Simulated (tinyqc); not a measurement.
Conduction-band offset of an n-N heterojunction from carrier-profile moments: one step of the calculation.

Layer 1 (x < 0) accumulates electrons and layer 2 (x > 0) is depleted. Boltzmann statistics. The bands bend down by V1 in layer 1 and up by V2 in layer 2, with V1 + V2 = VD = dE + Vt ln[(N2/Nc2)/(N1/Nc1)].

Question. Offset from the moments. A C-V profile smears n(x) but keeps its zeroth and first moments: si = -int (N - n) dx, VD = (q/(eps0 eps_r)) int (N - n) x dx, dE = VD - Vt ln[(N2/Nc2)/(N1/Nc1)]. Use the trapezoidal rule on each side.

Values chosen for this exercise; values of the order of III-V alloys:

| symbol | value | unit | meaning |
|---|---|---|---|
| T | 350 | K | temperature |
| eps_r | 13.4 |  | relative permittivity of both layers |
| Nc1 | 5.5e17 | cm^-3 | density of states of the narrow-gap layer 1 |
| Nc2 | 5.2e17 | cm^-3 | density of states of the wide-gap layer 2 |
| dE | 0.28 | eV | conduction-band offset |
| N1 | 8.2e15 | cm^-3 | donor density in layer 1 |
| N2 | 3.7e16 | cm^-3 | donor density in layer 2 |
| si | 0 | cm^-2 | fixed charge at the interface |

Constants: q = 1.602176634e-19 C, kB = 1.380649e-23 J/K, Vt = kB T/q, eps0 = 8.8541878128e-14 F/cm where lengths are in cm. Results are converted to the units shown.

```
left point  -x (nm)  n in layer 1 (cm^-3)
0                 0            2.71725e17
1              1.21            2.29862e17
2              7.32            1.18790e17
3                21            4.86758e16
4              44.4            2.22965e16
5              79.2            1.31228e16
6               127            9.80994e15
7               190            8.64190e15
8               269            8.29463e15
9               365            8.21494e15
```

```
right point  x (nm)  n in layer 2 (cm^-3)
0                 0            2.38752e13
1              14.9            1.72402e14
2              36.7            1.61195e15
3              62.2            8.61200e15
4              90.4            2.15889e16
5               121            3.13717e16
6               153            3.53450e16
7               187            3.65757e16
8               223            3.69014e16
9               260            3.69781e16
```

Find: si; VD; dE.

Answer.

si = 3.054e10 cm^-2
VD = 0.3259 V
dE = 0.2788 eV

On these few points dE comes out -1.2 meV from the true 0.28 eV, and si misses by 3.1e10 cm^-2, 9.4 % of Q1.

Computed by the program tinyqc: `OMP_NUM_THREADS=1 python tinyqc.py 2410084 2410085 out.jsonl`, one thread of a shared Intel Xeon 2.30GHz, about 0.1 s for the whole run.
